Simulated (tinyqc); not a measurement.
Order of the levels against the shift of xy: tight-binding t2g bands of a cubic perovskite.

Orbitals yz, zx, xy (X, Y, Z below) times spin. E_xy = Dt + 2t (2 - cos x - cos y) + 2 td (1 - cos z) + 4 t2 (1 - cos x cos y) with x = kx a and so on; yz and zx follow by cyclic change, without Dt. Spin-orbit term -(Dso/3) L.sigma + Dso/3 with (L_k)_ij = -i epsilon_kij in X, Y, Z: for Dt = 0 the quartet lies at 0 and the doublet at Dso.

Constants: hbar^2/2m0 = 3.80998211 eV angstrom^2.

Values chosen for the exercise (of the size met in SrTiO3 and KTaO3; shifted at random, so the results belong to these values and not to a real crystal):

| symbol | value | unit | meaning |
|---|---|---|---|
| a | 4.002 | angstrom | lattice constant |
| t | 0.395 | eV | strong hopping |
| td | 0.032 | eV | weak hopping |
| t2 | 0 | eV | diagonal hopping in the plane of the orbital |
| Dso | 0.339 | eV | spin-orbit splitting at Gamma |

Levels at Gamma, the xy weight of the lowest pair and its mass along [100] from m/m0 = c q^2/(E(q) - E(0)), q = 0.001 (2 pi/a).

At Gamma:

| Dt (eV) | pair 1 (eV) | pair 2 (eV) | pair 3 (eV) | xy weight of pair 1 | mass (m0) |
|---|---|---|---|---|---|
| -0.30 | -0.2416 | 0.0000 | 0.2806 | 0.895 | 0.633 |
| -0.15 | -0.1125 | 0.0000 | 0.3015 | 0.818 | 0.657 |
| -0.03 | -0.0206 | 0.0000 | 0.3296 | 0.704 | 0.697 |
| -0.01 | -0.0067 | 0.0000 | 0.3357 | 0.680 | 0.706 |
| 0.01 | 0.0000 | 0.0066 | 0.3424 | 0.000 | 1.115 |
| 0.03 | 0.0000 | 0.0194 | 0.3496 | 0.000 | 1.114 |
| 0.08 | 0.0000 | 0.0488 | 0.3702 | 0.000 | 1.114 |
| 0.15 | 0.0000 | 0.0836 | 0.4054 | 0.000 | 1.114 |

Give the missing row, Dt (eV) = -0.08.

Computed row:
```
Dt (eV)  pair 1 (eV)  pair 2 (eV)  pair 3 (eV)  xy weight of pair 1  mass (m0)
-0.08        -0.0572       0.0000       0.3162                0.758      0.677
```

For Dt > 0 the lowest pair is the pure yz, zx combination at 0, with mass 1.114 at Dt = 0.15 eV. For Dt < 0 it gains xy weight, 0.68 at -0.01 and 0.90 at -0.3 eV, and its mass tends to the light value 0.602; the scale of the change is Dso = 0.339 eV.

Run: tinyqc, `OMP_NUM_THREADS=1 python tinyqc.py 1481331 1481332 out.jsonl`; Intel(R) Xeon(R) Processor @ 2.30GHz, one thread, shared host; about 0.01 s of CPU time with all checks.
